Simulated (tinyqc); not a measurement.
Millisecond and nanosecond annealing: surface heating, thermal budget and solid-phase regrowth: one step, computed by the program tinyqc.

A square pulse heats the surface of a thick wafer with constant thermal properties; losses by radiation are neglected and silicon melts at 1414 C.

Task: Temperature in depth and time. Absorbed flux q = (1 - R) fluence/t_p; kappa = k/c. With f(z, t) = (2 q/k) sqrt(kappa t) ierfc(z/(2 sqrt(kappa t))), ierfc(x) = exp(-x^2)/sqrt(pi) - x erfc(x): T = T0 + f(z, t) during the pulse and T0 + f(z, t) - f(z, t - t_p) after it.

Inputs (values chosen for the exercise, modelled on hot silicon with phosphorus): incident fluence = 4.07 J/cm^2; pulse length t_p = 8.8e-05 s; reflectance R = 0.45; thermal conductivity k = 0.23 W/(cm K); heat capacity per volume c = 2.17 J/(cm^3 K); preheat temperature T0 = 800 C.

Source: scanned laser.

thermal length sqrt(kappa t_p) = 30.54045 um

Give: Temperature (C).

Result:

Temperature (C):
```
t/t_p  surface  z = 0.5 thermal lengths  z = 1  z = 2
0.10       921                      820  801.3  800.0
0.25       991                      867  817.0  800.3
0.50      1070                      934  856.3  805.7
0.75      1130                      988  896.6  817.8
1.00      1181                     1036  934.9  833.9
1.10      1079                     1033  948.2  841.1
1.50       997                      984  948.4  866.2
2.00       958                      951  932.4  878.6
4.00       902                      900  895.0  876.5
10.00      862                      861  860.2  855.7
```

One tenth of a pulse length after the end the surface has lost 102 C: cooling starts as sqrt(t - t_p), much faster than heating ends.
